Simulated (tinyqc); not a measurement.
# Single-photon avalanche diode, trigger probability and counting: effect of the excess bias

A multiplication layer of width W with the uniform field V/W; alpha = an exp(-bn/E) for electrons, beta = ap exp(-bp/E) for holes (local model, no dead space). a = alpha W, b = beta W. Electrons enter at x = 0, holes at x = W. P0 is the probability that an electron entering at 0 starts a lasting avalanche, PW the same for a hole entering at W.

Breakdown: ln(a/b) = a - b with a not equal to b. Above it PW/(1 - PW) = [P0/(1 - P0)] exp(b - a) and b ln(1 - P0) = a ln(1 - PW); the mean over pairs made evenly in the layer is Pm = ln[(1 - PW)/(1 - P0)]/(a - b). PDP = eta P0; dark counts Gd Pm; avalanche charge Cd Vx/q; afterpulse probability pa (Cd Vx/q) exp(-td/tt) Pm; true rate n = nph PDP + dark counts; measured n/(1 + n td) (non-paralysable) or n exp(-n td) (paralysable); recharge time Rq Cd.

Inputs (values chosen for the exercise); ionisation coefficients close to those of silicon: electron prefactor an = 7.23e5 1/cm; electron field bn = 1.21 MV/cm; hole prefactor ap = 1.56e6 1/cm; hole field bp = 2.06 MV/cm; width of the multiplication layer W = 0.3 um; probability that a photon makes a pair that enters the layer eta = 0.58; thermal generation rate in the layer Gd = 37000 1/s; dead time td = 10 ns; diode capacitance Cd = 130 fF; quench resistance Rq = 500 kohm; trapping probability per avalanche carrier pa = 1.1e-8; trap release time tt = 7.3 ns; photon rate nph = 1.1e5 1/s.

Constants: q = 1.602176634e-19 C. Results are converted to the units shown.

Effect of the excess bias:
```
Vx (V)  Vx/VB (%)      P0       PW       Pm      PDP  dark counts (1/s)  afterpulse (%)
0.14        1.001  0.1016  0.03731  0.06456  0.05895               2389        0.002050
0.22        1.573  0.1540  0.05819  0.09930  0.08933               3674        0.004955
0.35        2.503  0.2314  0.09142   0.1526   0.1342               5648         0.01212
0.56        4.004  0.3389   0.1433   0.2314   0.1965               8562         0.02939
0.88        6.292  0.4695   0.2181   0.3360   0.2723            1.243e4         0.06707
1.4         10.01  0.6211   0.3291   0.4736   0.3602            1.752e4          0.1504
2.2         15.73  0.7643   0.4754   0.6275   0.4433            2.322e4          0.3132
3.5         25.03  0.8812   0.6567   0.7830   0.5111            2.897e4          0.6216
5.6         40.04  0.9540   0.8358   0.9058   0.5533            3.352e4           1.151
```

Read the table: what changes, and by how much?

VB is 13.99 V. P0 rises from 0.102 to 0.954 and PW rises from 0.0373 to 0.836; P0 goes as Vx^(0.92) at the start and Vx^(0.17) at the end. Electrons trigger better in every row. The afterpulse probability keeps growing, as Vx^(1.31) at the end, because the avalanche charge grows with Vx. For Vx = 3.5, 5.6 the excess bias passes a quarter of VB, where tunnelling adds dark counts that are left out here.

Computed by the program tinyqc: `OMP_NUM_THREADS=1 python tinyqc.py 2630056 2630057 out.jsonl`, one thread of a shared Intel Xeon 2.30GHz, about 0.01 s for the whole run.
